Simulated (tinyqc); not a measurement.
# Scale length and length offset from two DIBL values

Question. DIBL = exp(-Le/(2 l)) + 2 exp(-Le/l) with Le = L - dL. Find l, dL and the drawn length for a DIBL of 100 mV/V.

DIBL at drawn lengths 110 and 180 nm (mV/V): [65.862823, 9.5121928]

Answer. With e = exp(-Le/(2 l)), 2 e^2 + e = DIBL gives e and so Le/l at each length; Le/l is a straight line in L with slope 1/l.

l = 19.00 nm
dL = 2.400 nm
length for 100 mV/V = 95.89 nm

Computed by the program tinyqc: `OMP_NUM_THREADS=1 python tinyqc.py 2002154 2002155 out.jsonl`, one thread of a shared Intel Xeon 2.30GHz, about 0.01 s for the whole run.
